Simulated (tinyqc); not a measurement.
From results back to parameters: free and nearly free electrons in a metal. Four cases, with inputs chosen for the exercise.

Problem. A free-electron metal with 2 atoms in the cubic cell and z electrons an atom has EF = c kF^2/m, (hbar omega_p)^2 = 8 pi c (e^2/(4 pi eps0)) n/m and kF = (3 pi^2 n)^(1/3), c = hbar^2/2m0.

Constants: hbar^2/2m0 = 3.80998211 eV angstrom^2; e^2/(4 pi eps0) = 14.39964547 eV angstrom.

Case 1.

Values chosen (out of a larger set: near those of Li; not measured data): a = 3.469 angstrom (bcc lattice constant).

EF = 4.81004 eV
hbar omega_p = 8.12767 eV

Case 2.

Values chosen (out of a larger set: near those of Li; not measured data): a = 3.489 angstrom (bcc lattice constant).

EF = 4.75505 eV
hbar omega_p = 8.05788 eV

Case 3.

Values chosen (out of a larger set: near those of Li; not measured data): a = 3.456 angstrom (bcc lattice constant).

EF = 4.84629 eV
hbar omega_p = 8.17357 eV

Case 4.

Values chosen (out of a larger set: near those of K; not measured data): a = 5.23 angstrom (bcc lattice constant).

EF = 1.87273 eV
hbar omega_p = 4.13029 eV

Find: kF; m; z.

Solution. (hbar omega_p)^2/EF = (8/(3 pi)) (e^2/(4 pi eps0)) kF gives kF; EF then gives m, and n = kF^3/(3 pi^2) gives z.

Case 1.

kF = 1.1236 1/angstrom
m = 1.00 m0
z = 1.00

Case 2.

kF = 1.1172 1/angstrom
m = 1.00 m0
z = 1.00

Case 3.

kF = 1.1278 1/angstrom
m = 1.00 m0
z = 1.00

Case 4.

kF = 0.7453 1/angstrom
m = 1.13 m0
z = 1.00

Computed by tinyqc, one run a case: `OMP_NUM_THREADS=1 python tinyqc.py N N+1 out.jsonl` with N = 1680247, 1680449, 1680679, 1680884; one thread of a shared Intel(R) Xeon(R) Processor @ 2.30GHz, about 0.01 s a run at most.
